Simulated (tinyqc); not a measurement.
CIS and TDHF on RHF in the sto-6g basis, frozen core, for BeH+, spin multiplicity 1, step by step. Computed by tinyqc, a small Python program that keeps every step (integrals from PySCF). Settings: charge = 1, multiplicity = 1, basis = sto-6g, method = RHF, frozen orbitals = 1, energy threshold = 1e-10, iteration cap = 89, orthogonalisation = canonical, start = Wolfsberg-Helmholz matrix, DIIS depth = 6, TDHF = 1. Command: `OMP_NUM_THREADS=1 python tinyqc.py 29002 29003 out.jsonl` (the two numbers bound the seeds that draw the settings). One thread of a shared host (Intel(R) Xeon(R) Processor @ 2.60GHz), about 0.09 s of CPU time with the checks. Later iterations appear only in the table of the cycle.

## One-electron integrals

Geometry (angstrom):
```
atom       x       y       z
Be    0.0000  0.0000  0.0000
H     0.0000  0.0000  1.2260
```

Basis sto-6g: exponents (1/bohr^2) and contraction coefficients of normalised primitives:
```
element  l (shell)  exponent  coefficient
Be           s (1)  312.8705       0.0092
Be           s (1)   57.3645       0.0494
Be           s (1)   16.0485       0.1685
Be           s (1)    5.5131       0.3706
Be           s (1)    2.1409       0.4165
Be           s (1)    0.8817       0.1303
Be           s (2)   13.6332      -0.0133
Be           s (2)    2.6984      -0.0470
Be           s (2)    0.8387      -0.0338
Be           s (2)    0.3227       0.2502
Be           s (2)    0.1401       0.5951
Be           s (2)    0.0642       0.2407
Be           p (3)   13.6332       0.0038
Be           p (3)    2.6984       0.0377
Be           p (3)    0.8387       0.1739
Be           p (3)    0.3227       0.4180
Be           p (3)    0.1401       0.4259
Be           p (3)    0.0642       0.1017
H            s (1)   35.5232       0.0092
H            s (1)    6.5131       0.0494
H            s (1)    1.8221       0.1685
H            s (1)    0.6260       0.3706
H            s (1)    0.2431       0.4165
H            s (1)    0.1001       0.1303
```

Overlap, kinetic and nuclear-attraction integrals over the contracted functions; the nuclear repulsion is the sum of Za Zb / Rab.

nuclear repulsion = 1.726516 hartree

overlap S, lower triangle:
```
         1Be 1s  1Be 2s  1Be 2px  1Be 2py  1Be 2pz   2H 1s
1Be 1s   1.0000
1Be 2s   0.2548  1.0000
1Be 2px  0.0000  0.0000   1.0000
1Be 2py  0.0000  0.0000   0.0000   1.0000
1Be 2pz  0.0000  0.0000   0.0000   0.0000   1.0000
2H 1s    0.0926  0.5072   0.0000   0.0000   0.5542  1.0000
```

kinetic energy T (hartree), lower triangle:
```
          1Be 1s  1Be 2s  1Be 2px  1Be 2py  1Be 2pz   2H 1s
1Be 1s    6.7688
1Be 2s   -0.2074  0.2201
1Be 2px   0.0000  0.0000   0.6613
1Be 2py   0.0000  0.0000   0.0000   0.6613
1Be 2pz   0.0000  0.0000   0.0000   0.0000   0.6613
2H 1s    -0.0122  0.0875   0.0000   0.0000   0.2318  0.7685
```

nuclear attraction V (hartree), lower triangle:
```
           1Be 1s   1Be 2s  1Be 2px  1Be 2py  1Be 2pz    2H 1s
1Be 1s   -15.1464
1Be 2s    -1.7607  -2.6932
1Be 2px    0.0000   0.0000  -2.6502
1Be 2py    0.0000   0.0000   0.0000  -2.6502
1Be 2pz   -0.0226  -0.1619   0.0000   0.0000  -2.7789
2H 1s     -0.7165  -1.4383   0.0000   0.0000  -1.5712  -2.9447
```

core Hamiltonian H = T + V (hartree), lower triangle:
```
          1Be 1s   1Be 2s  1Be 2px  1Be 2py  1Be 2pz    2H 1s
1Be 1s   -8.3777
1Be 2s   -1.9681  -2.4731
1Be 2px   0.0000   0.0000  -1.9889
1Be 2py   0.0000   0.0000   0.0000  -1.9889
1Be 2pz  -0.0226  -0.1619   0.0000   0.0000  -2.1176
2H 1s    -0.7287  -1.3508   0.0000   0.0000  -1.3393  -2.1762
```

## Two-electron integrals

Functions are numbered as in S; the eight-fold symmetry (ij|kl) = (ji|kl) = (kl|ij) leaves the list below.

Two-electron integrals (ij|kl) in chemists' order, unique and non-zero (hartree):
```
(11|11) 2.3000   (21|11) 0.3619   (21|21) 0.0719   (22|11) 0.5703
(22|21) 0.1397   (22|22) 0.4178   (31|31) 0.0153   (32|31) 0.0226
(32|32) 0.0923   (33|11) 0.5703   (33|21) 0.1397   (33|22) 0.4178
(33|33) 0.4501   (41|41) 0.0153   (42|41) 0.0226   (42|42) 0.0923
(43|43) 0.0243   (44|11) 0.5703   (44|21) 0.1397   (44|22) 0.4178
(44|33) 0.4016   (44|44) 0.4501   (51|51) 0.0153   (52|51) 0.0226
(52|52) 0.0923   (53|53) 0.0243   (54|54) 0.0243   (55|11) 0.5703
(55|21) 0.1397   (55|22) 0.4178   (55|33) 0.4016   (55|44) 0.4016
(55|55) 0.4501   (61|11) 0.1369   (61|21) 0.0263   (61|22) 0.0506
(61|33) 0.0502   (61|44) 0.0502   (61|51) 0.0026   (61|52) 0.0049
(61|55) 0.0514   (61|61) 0.0102   (62|11) 0.2614   (62|21) 0.0646
(62|22) 0.2031   (62|33) 0.1963   (62|44) 0.1963   (62|51) 0.0090
(62|52) 0.0483   (62|55) 0.2168   (62|61) 0.0258   (62|62) 0.1353
(63|31) 0.0070   (63|32) 0.0299   (63|53) 0.0089   (63|63) 0.0144
(64|41) 0.0070   (64|42) 0.0299   (64|54) 0.0089   (64|64) 0.0144
(65|11) 0.2596   (65|21) 0.0651   (65|22) 0.2144   (65|33) 0.2020
(65|44) 0.2020   (65|51) 0.0149   (65|52) 0.0761   (65|55) 0.2393
(65|61) 0.0276   (65|62) 0.1640   (65|65) 0.2083   (66|11) 0.4253
(66|21) 0.1074   (66|22) 0.3706   (66|33) 0.3443   (66|44) 0.3443
(66|51) 0.0198   (66|52) 0.1274   (66|55) 0.4233   (66|61) 0.0449
(66|62) 0.3000   (66|65) 0.3893   (66|66) 0.7750
```

## Orthogonalisation

S = U s U^T; canonical form X = U s^(-1/2), so that X^T S X = 1. Each column of U has its largest component positive (the first on a tie).

eigenvalues of S: 0.2441  0.7960  1.0000  1.0000  1.1620  1.7978

X:
```
               1        2       3        4        5       6
1Be 1s    0.1651   0.8137  0.0000   0.0000   0.5927  0.1799
1Be 2s   -1.0027  -0.5892  0.0000   0.0000   0.4347  0.3793
1Be 2px   0.0000   0.0000  0.5854   0.8107   0.0000  0.0000
1Be 2py   0.0000   0.0000  0.8107  -0.5854   0.0000  0.0000
1Be 2pz  -1.0350   0.4665  0.0000   0.0000  -0.5432  0.3517
2H 1s     1.4115  -0.1717  0.0000   0.0000  -0.1588  0.5063
```

Within a degenerate level the vectors are fixed only up to a rotation; this is one choice.

## Starting guess

The start is the generalised Wolfsberg-Helmholz matrix (K = 1.75) built on H; D = 2 C_occ C_occ^T.

D at the start, lower triangle:
```
          1Be 1s  1Be 2s  1Be 2px  1Be 2py  1Be 2pz   2H 1s
1Be 1s    1.9943
1Be 2s    0.0051  0.1886
1Be 2px   0.0000  0.0000   0.0000
1Be 2py   0.0000  0.0000   0.0000   0.0000
1Be 2pz  -0.1268  0.2639   0.0000   0.0000   0.3782
2H 1s    -0.1778  0.3323   0.0000   0.0000   0.4775  0.6029
```

## Iteration 1: building the Fock matrix

J_ij = sum D_kl (ij|kl), K_ij = sum D_kl (ik|jl); F = H + J - 0.5 K; E = tr D H + tr D J / 2 - 0.25 tr D K + E_nn.

Coulomb J (hartree), lower triangle:
```
         1Be 1s  1Be 2s  1Be 2px  1Be 2py  1Be 2pz   2H 1s
1Be 1s   5.5432
1Be 2s   0.9621  1.9208
1Be 2px  0.0000  0.0000   1.8826
1Be 2py  0.0000  0.0000   0.0000   1.8826
1Be 2pz  0.0393  0.2229   0.0000   0.0000   1.9974
2H 1s    0.3712  1.0836   0.0000   0.0000   1.2185  2.1638
```

exchange K (hartree), lower triangle:
```
          1Be 1s  1Be 2s  1Be 2px  1Be 2py  1Be 2pz   2H 1s
1Be 1s    4.5874
1Be 2s    0.7692  0.4983
1Be 2px   0.0000  0.0000   0.0918
1Be 2py   0.0000  0.0000   0.0000   0.0918
1Be 2pz  -0.0065  0.4269   0.0000   0.0000   0.6177
2H 1s     0.2952  0.6450   0.0000   0.0000   0.7984  1.2268
```

Fock matrix F (hartree), lower triangle:
```
          1Be 1s   1Be 2s  1Be 2px  1Be 2py  1Be 2pz    2H 1s
1Be 1s   -5.1282
1Be 2s   -1.3906  -0.8014
1Be 2px   0.0000   0.0000  -0.1523
1Be 2py   0.0000   0.0000   0.0000  -0.1523
1Be 2pz   0.0199  -0.1525   0.0000   0.0000  -0.4291
2H 1s    -0.5051  -0.5897   0.0000   0.0000  -0.5201  -0.6257
```

total energy of this density = -14.789024 hartree

## Iteration 1: diagonalisation and new density

Diagonalise F' = X^T F X, C = X C', fill 2 alpha and 2 beta electrons from the bottom; D = 2 C_occ C_occ^T. Each column has its largest component positive (the first on a tie).

F' = X^T F X (hartree), lower triangle:
```
         1        2        3        4        5        6
1   0.4387
2  -0.1824  -2.2478
3   0.0000   0.0000  -0.1523
4   0.0000   0.0000   0.0000  -0.1523
5  -0.1071  -2.1699   0.0000   0.0000  -2.6657
6  -0.0361  -0.9267   0.0000   0.0000  -1.0168  -1.2262
```

orbital energies (hartree): MO1 -5.1299, MO2 -0.7414, MO3 -0.2823, MO4 -0.1523, MO5 -0.1523, MO6 0.4524

coefficients C:
```
             MO1      MO2      MO3     MO4      MO5      MO6
1Be 1s    0.9950  -0.1617  -0.2133  0.0000   0.0000   0.1066
1Be 2s    0.0191   0.4095   0.8115  0.0000   0.0000  -0.9267
1Be 2px   0.0000   0.0000   0.0000  0.4320   0.9019   0.0000
1Be 2py   0.0000   0.0000   0.0000  0.9019  -0.4320   0.0000
1Be 2pz  -0.0036   0.3905  -0.6194  0.0000   0.0000  -1.0823
2H 1s     0.0000   0.5154  -0.1020  0.0000   0.0000   1.4238
```

D after iteration 1, lower triangle:
```
          1Be 1s  1Be 2s  1Be 2px  1Be 2py  1Be 2pz   2H 1s
1Be 1s    2.0322
1Be 2s   -0.0944  0.3362
1Be 2px   0.0000  0.0000   0.0000
1Be 2py   0.0000  0.0000   0.0000   0.0000
1Be 2pz  -0.1334  0.3197   0.0000   0.0000   0.3050
2H 1s    -0.1667  0.4221   0.0000   0.0000   0.4025  0.5313
```

Within a degenerate level the vectors are fixed only up to a rotation; this is one choice.

## Iteration 8 (converged): orbitals

converged F (hartree), lower triangle:
```
          1Be 1s   1Be 2s  1Be 2px  1Be 2py  1Be 2pz    2H 1s
1Be 1s   -5.0978
1Be 2s   -1.3705  -0.8557
1Be 2px   0.0000   0.0000  -0.1523
1Be 2py   0.0000   0.0000   0.0000  -0.1523
1Be 2pz   0.0142  -0.1668   0.0000   0.0000  -0.3693
2H 1s    -0.4997  -0.6326   0.0000   0.0000  -0.4896  -0.6420
```

As before.

F' = X^T F X (hartree), lower triangle:
```
         1        2        3        4        5        6
1   0.4170
2  -0.1916  -2.2648
3   0.0000   0.0000  -0.1523
4   0.0000   0.0000   0.0000  -0.1523
5  -0.0982  -2.1649   0.0000   0.0000  -2.6172
6  -0.0391  -0.8735   0.0000   0.0000  -1.0419  -1.2362
```

orbital energies (hartree): MO1 -5.0990, MO2 -0.7664, MO3 -0.2688, MO4 -0.1523, MO5 -0.1523, MO6 0.4330

coefficients C:
```
             MO1      MO2      MO3      MO4     MO5      MO6
1Be 1s    0.9956  -0.1862  -0.1904   0.0000  0.0000   0.1036
1Be 2s    0.0165   0.5053   0.7705   0.0000  0.0000  -0.9144
1Be 2px   0.0000   0.0000   0.0000  -0.0373  0.9993   0.0000
1Be 2py   0.0000   0.0000   0.0000   0.9993  0.0373   0.0000
1Be 2pz  -0.0026   0.3015  -0.6427   0.0000  0.0000  -1.0970
2H 1s     0.0003   0.5060  -0.1957   0.0000  0.0000   1.4174
```

D after iteration 8, lower triangle:
```
          1Be 1s  1Be 2s  1Be 2px  1Be 2py  1Be 2pz   2H 1s
1Be 1s    2.0519
1Be 2s   -0.1552  0.5111
1Be 2px   0.0000  0.0000   0.0000
1Be 2py   0.0000  0.0000   0.0000   0.0000
1Be 2pz  -0.1174  0.3046   0.0000   0.0000   0.1818
2H 1s    -0.1879  0.5114   0.0000   0.0000   0.3051  0.5121
```

Within a degenerate level the vectors are fixed only up to a rotation; this is one choice.

## Convergence

Stop when the energy changes by less than 1e-10 hartree and every element of the error matrix X^T (F D S - S D F) X is below 3e-06.

Course of the cycle:
```
iteration  E (hartree)     change  largest element of the error matrix
1           -14.789024          -                             1.97e-01
2           -14.811598  -2.26e-02                             3.60e-02
3           -14.817620  -6.02e-03                             1.99e-02
4           -14.819399  -1.78e-03                             2.80e-03
5           -14.819402  -3.64e-06                             7.81e-04
6           -14.819404  -1.99e-06                             1.96e-05
7           -14.819404  -1.03e-09                             5.27e-07
8           -14.819404  -9.84e-13                             1.86e-08
```

PySCF RHF in the same basis = -14.819404 hartree

Converged in 8 iterations.

## Populations, bond orders and dipole

Mulliken: Z minus the diagonal of D S on the atom; Loewdin: the same with S^(1/2) D S^(1/2); Mayer order: 2 sum_s sum (D(s) S)_ij (D(s) S)_ji over the two atoms.

Charges (e):
```
atom  Mulliken  Loewdin
1Be     0.9232   0.9467
2H      0.0768   0.0533
```

Mayer bond orders:
```
pair   order
2-1   0.9941
```

dipole moment about the origin, x y z (debye): 0.0000  0.0000  -2.8938

## Integrals over molecular orbitals

(pq|rs) = sum C_ip C_jq C_kr C_ls (ij|kl), one index at a time.

one-electron integrals over orbitals h = C^T H C (hartree), lower triangle:
```
         1        2        3        4        5        6
1  -8.3704
2   0.1654  -2.3101
3   0.2118   0.0164  -1.9817
4   0.0000   0.0000   0.0000  -1.9889
5   0.0000   0.0000   0.0000   0.0000  -1.9889
6  -0.0728   0.1177  -0.0160   0.0000   0.0000  -1.5725
```

Two-electron integrals over orbitals (pq|rs), unique and non-zero (hartree); the lowest 1 orbital is frozen and left out:
```
(22|22) 0.5566    (32|22) -0.0641   (32|32) 0.0276    (33|22) 0.3209
(33|32) 0.0241    (33|33) 0.4783    (42|42) 0.0424    (43|42) 0.0298
(43|43) 0.0531    (44|22) 0.3774    (44|32) 0.0140    (44|33) 0.4022
(44|44) 0.4501    (52|52) 0.0424    (53|52) 0.0298    (53|53) 0.0531
(54|54) 0.0243    (55|22) 0.3774    (55|32) 0.0140    (55|33) 0.4022
(55|44) 0.4016    (55|55) 0.4501    (62|22) 0.0781    (62|32) -0.0436
(62|33) -0.0273   (62|44) -0.0455   (62|55) -0.0455   (62|62) 0.1228
(63|22) -0.0564   (63|32) 0.0224    (63|33) 0.0573    (63|44) 0.0119
(63|55) 0.0119    (63|62) -0.0417   (63|63) 0.0430    (64|42) -0.0307
(64|43) -0.0168   (64|64) 0.0279    (65|52) -0.0307   (65|53) -0.0168
(65|65) 0.0279    (66|22) 0.5448    (66|32) -0.0600   (66|33) 0.3532
(66|44) 0.3818    (66|55) 0.3818    (66|62) 0.1044    (66|63) -0.0520
(66|66) 0.5770
```

## CIS matrix, singlets

A(ia,jb) = (e_a - e_i) d_ij d_ab + 2 (ia|jb) - (ij|ab).

CIS matrix A, singlet (hartree), lower triangle:
```
         2>3     2>4     2>5     2>6
2>3   0.2319
2>4   0.0000  0.3216
2>5   0.0000  0.0000  0.3216
2>6  -0.0309  0.0000  0.0000  0.9001
```

## CIS singlet states

dipole integrals <i|r|a> (bohr):
```
           x       y        z
2>3   0.0000  0.0000  -0.5764
2>4  -0.0307  0.8217   0.0000
2>5   0.8217  0.0307   0.0000
2>6   0.0000  0.0000   0.6867
```

Diagonalise A (1 hartree = 27.211386 eV); each vector has its largest component positive (the first on a tie). The transition dipole is mu = sqrt2 sum c_ia <i|r|a>.

singlet excitation energies (eV): 6.2719  8.7505  8.7505  24.5324

lowest vectors:
```
     state 1  state 2  state 3  state 4
2>3   0.9989   0.0000   0.0000  -0.0461
2>4   0.0000   0.6425   0.7663   0.0000
2>5   0.0000   0.7663  -0.6425   0.0000
2>6   0.0461   0.0000   0.0000   0.9989
```

oscillator strengths 2/3 w |mu|^2: 0.0910  0.2899  0.2899  0.6102

Within a degenerate level the vectors are fixed only up to a rotation; this is one choice.

## TDHF (RPA) singlet states

B(ia,jb) = 2 (ia|jb) - (ib|ja); the squared energies are the eigenvalues of (A - B)(A + B); 1 hartree = 27.211386 eV.

TDHF matrix B, singlet (hartree), lower triangle:
```
         2>3     2>4     2>5     2>6
2>3   0.0276
2>4   0.0000  0.0424
2>5   0.0000  0.0000  0.0424
2>6  -0.0436  0.0000  0.0000  0.1228
```

squared energies w^2 (hartree^2): 0.0519  0.1016  0.1016  0.7944

TDHF energies from the positive w^2 (eV): 6.1999  8.6740  8.6740  24.2527

## CIS matrix, triplets

A(ia,jb) = (e_a - e_i) d_ij d_ab - (ij|ab).

CIS matrix A, triplet (hartree), lower triangle:
```
        2>3     2>4     2>5     2>6
2>3  0.1767
2>4  0.0000  0.2367
2>5  0.0000  0.0000  0.2367
2>6  0.0564  0.0000  0.0000  0.6546
```

## CIS triplet states

Diagonalise A (1 hartree = 27.211386 eV); each vector has its largest component positive (the first on a tie).

triplet excitation energies (eV): 4.6310  6.4412  6.4412  17.9909

lowest vectors:
```
     state 1  state 2  state 3  state 4
2>3   0.9933   0.0000   0.0000   0.1156
2>4   0.0000   0.8425  -0.5388   0.0000
2>5   0.0000   0.5388   0.8425   0.0000
2>6  -0.1156   0.0000   0.0000   0.9933
```

Within a degenerate level the vectors are fixed only up to a rotation; this is one choice.

## TDHF (RPA) triplet states

B(ia,jb) = - (ib|ja); the squared energies are the eigenvalues of (A - B)(A + B); 1 hartree = 27.211386 eV.

TDHF matrix B, triplet (hartree), lower triangle:
```
         2>3      2>4      2>5      2>6
2>3  -0.0276
2>4   0.0000  -0.0424
2>5   0.0000   0.0000  -0.0424
2>6   0.0436   0.0000   0.0000  -0.1228
```

squared energies w^2 (hartree^2): 0.0262  0.0542  0.0542  0.4203

TDHF energies from the positive w^2 (eV): 4.4024  6.3369  6.3369  17.6407
